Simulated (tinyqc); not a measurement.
Series resistance and mobility from two gate lengths.

Question. At small Vds the total resistance times width is 2 Rs + L/(mu Q), with the same mu and Q at both lengths. Find mu and Rs.

total resistance at L = 30 and 80 nm (ohm um): 205.51020  248.02721
Q = 0.98 uC/cm^2

Answer. The slope against L is 1/(mu Q), and the intercept at L = 0 is 2 Rs.

mu = 1.20e3 cm^2/(V s)
Rs = 90.0 ohm um

Computed by the program tinyqc: `OMP_NUM_THREADS=1 python tinyqc.py 2380083 2380084 out.jsonl`, one thread of a shared Intel Xeon 2.30GHz, about 0.01 s for the whole run.
